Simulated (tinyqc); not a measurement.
What moves the results: pi bands of a honeycomb layer in tight binding. A value that a table varies takes the place of the one given here.

Lattice vectors a (1,0) and a (1/2, sqrt3/2); f = exp(i ky a/sqrt3) + 2 cos(kx a/2) exp(-i ky a/(2 sqrt3)), w = |f|. H = [[D - t2 F, -t f], [., -D - t2 F]] with F = w^2 - 3, S = [[1, s0 f], [., 1]]; the levels solve det(H - E S) = 0. K = (4 pi/3a, 0), M = (pi/a, pi/(sqrt3 a)); w = 3, 1, 0 at Gamma, M, K.

Constants: hbar^2/2m0 = 3.80998211 eV angstrom^2.

Parameters, chosen for this exercise (of the size used for graphene; not measured data):
```
symbol  value  unit      meaning
a       2.46   angstrom  lattice constant
t       2.85   eV        nearest hopping
t2      0.19   eV        second-neighbour hopping
s0      0.061            overlap of neighbours
D       0      eV        +D on A, -D on B
```

## How far the cone holds

Upper and lower levels at distance q from K towards Gamma (-x) and towards M (+x), measured from 3 t2; cone: sqrt(D^2 + (hbar v q)^2), hbar v = (sqrt3/2) a (t + 3 t2 s0).

Levels (eV):
```
q (1/angstrom)    cone  upper, to Gamma  lower, to Gamma  upper, to M  lower, to M
0.02            0.1229           0.1238          -0.1238       0.1220      -0.1221
0.05            0.3073           0.3124          -0.3127       0.3015      -0.3018
0.10            0.6146           0.6341          -0.6355       0.5906      -0.5918
0.15            0.9219           0.9640          -0.9671       0.8664      -0.8689
0.20            1.2292           1.3007          -1.3064       1.1277      -1.1321
0.30            1.8437           1.9893          -2.0028       1.6035      -1.6122
0.40            2.4583           2.6894          -2.7141       2.0110      -2.0247
0.60            3.6875           4.0811          -4.1385       2.5990      -2.6221
```

At q = 0.2 the upper band lies +72 meV from the cone towards Gamma and -101 meV towards M; half their difference, 86 meV, is the trigonal warping, steeper towards Gamma, and their mean, -15 meV, comes from the bending of the band and from t2 or the overlap. All four values stay within 5 % of the cone up to q = 0.1. The electron-hole asymmetry, upper plus lower towards Gamma, is -6 meV at q = 0.2.

## Fermi level against carrier density

hbar v = 6.14578 eV angstrom

Cone with four flavours: n = kF^2/pi, EF = sqrt(D^2 + (hbar v kF)^2), density of states 2 EF/(pi (hbar v)^2), quantum capacitance e^2 times it (1 e^2/(eV angstrom^2) = 1602.177 microF/cm^2), cyclotron mass 2c EF/(hbar v)^2, c = hbar^2/2m0; 1e12/cm^2 = 1e-4/angstrom^2.

Filling:
```
n (1e12/cm^2)  kF (1/angstrom)  EF (eV)  Cq (microF/cm^2)  cyclotron mass (m0)
0.10                   0.00560   0.0344             0.930               0.0069
0.25                   0.00886   0.0545             1.471               0.0110
0.50                   0.01253   0.0770             2.080               0.0155
1.00                   0.01772   0.1089             2.942               0.0220
2.00                   0.02507   0.1541             4.160               0.0311
4.00                   0.03545   0.2179             5.883               0.0440
10.00                  0.05605   0.3445             9.302               0.0695
20.00                  0.07927   0.4872            13.155               0.0983
```

From 1 to 4e12/cm^2 EF rises by a factor 2.000, the square root of four. Capacitance and mass grow in proportion to EF counted from mid-gap, so hardly at all while a large gap term dominates it; in a parabolic band both are constant; Cq is 2.94 microF/cm^2 at 1e12/cm^2, against 3.45 for 1 nm of a dielectric with eps = 3.9.

## What each parameter does

Gap at K, difference at M, and the two levels at Gamma, from (e - E)^2 - D^2 - (t + s0 E)^2 w^2 = 0, e = -t2 (w^2 - 3). Each row changes one parameter from the base and keeps the others.

Results:
```
case                 gap at K (eV)  difference at M (eV)  lower at Gamma (eV)  upper at Gamma (eV)
base                        0.0000                5.7678              -8.1910               9.0698
t = 2.9925 eV               0.0000                6.0539              -8.5524               9.5930
t2 = 0.24 eV                0.0000                5.7801              -8.4446               8.7026
s0 = 0.091                  0.0000                5.8173              -7.6119              10.1926
D = 0.1 eV                  0.2000                5.7713              -8.1916               9.0704
a = 2.5092 angstrom         0.0000                5.7678              -8.1910               9.0698
```

The largest shifts from the base row, up to three for each result and ties (the steps differ in size, so this ranks the rows, not the parameters). gap at K (eV): D +0.2000; unchanged at the printed digits by t, t2, s0 and a. difference at M (eV): t +0.2861, s0 +0.0495, t2 +0.0122; unchanged at the printed digits by a. lower at Gamma (eV): s0 +0.5791, t -0.3614, t2 -0.2536; unchanged at the printed digits by a. upper at Gamma (eV): s0 +1.1228, t +0.5233, t2 -0.3672; unchanged at the printed digits by a. At points fixed by symmetry a drops out; the gap at K is 2D whatever the hoppings.

Computed by tinyqc, a small Python program: `OMP_NUM_THREADS=1 python tinyqc.py 1481770 1481771 out.jsonl` (the numbers bound the seed that draws the inputs); one thread of a shared host (Intel(R) Xeon(R) Processor @ 2.30GHz), about 0.01 s for the whole set of steps.
